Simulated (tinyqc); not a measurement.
Threshold-voltage variability of a planar MOSFET, analytic estimates: one step of the calculation.

Three independent sources add in quadrature: random dopants in the depleted layer, metal-gate grains of two orientations, and roughness of the two gate edges acting through the roll-off VT = VT(long) - Vr exp(-L/l). These are first-order estimates: no three-dimensional electrostatics, no percolation.

Problem. Random dopants. ni = sqrt(Nc Nv) exp(-Eg/(2 Vt)), Eg in volts; Cox = 3.9 eps0/ti; Wd = sqrt(4 eps0 eps_r Vt ln(Na/ni)/(q Na)); dopants: s1 = (q/Cox) sqrt(Na Wd/(3 L W)). The slope A1 = s1 sqrt(L W); mean number of dopants Na L W Wd.

Values chosen for this exercise; material values close to those of silicon:
- T = 300 K (temperature)
- Eg = 1.1 eV (band gap)
- eps_r = 11.8 (relative permittivity of the semiconductor)
- Nc = 2.75e19 cm^-3 (conduction-band density of states at T)
- Nv = 2.66e19 cm^-3 (valence-band density of states at T)
- Na = 4.8e18 cm^-3 (channel doping)
- ti = 1.1 nm (oxide-equivalent thickness in inversion)
- L = 20 nm (gate length)
- W = 76 nm (gate width)

Constants: q = 1.602176634e-19 C, kB = 1.380649e-23 J/K, Vt = kB T/q, eps0 = 8.8541878128e-14 F/cm where lengths are in cm. Results are converted to the units shown.

Find: Cox; Wd; mean number of dopants; A1; s1.

Solution.

Cox = 3.139 uF/cm^2
Wd = 16.57 nm
mean number of dopants = 120.9
A1 = 0.8310 mV um
s1 = 21.32 mV

Counting alone, 1/sqrt(N) of the depletion voltage q Na Wd/Cox = 406 mV, would give sqrt(3) times more: dopants deep in the layer act less on the surface.

Program tinyqc, `OMP_NUM_THREADS=1 python tinyqc.py 2090124 2090125 out.jsonl`; Intel Xeon 2.30GHz, shared host, one thread, about 0.02 s.
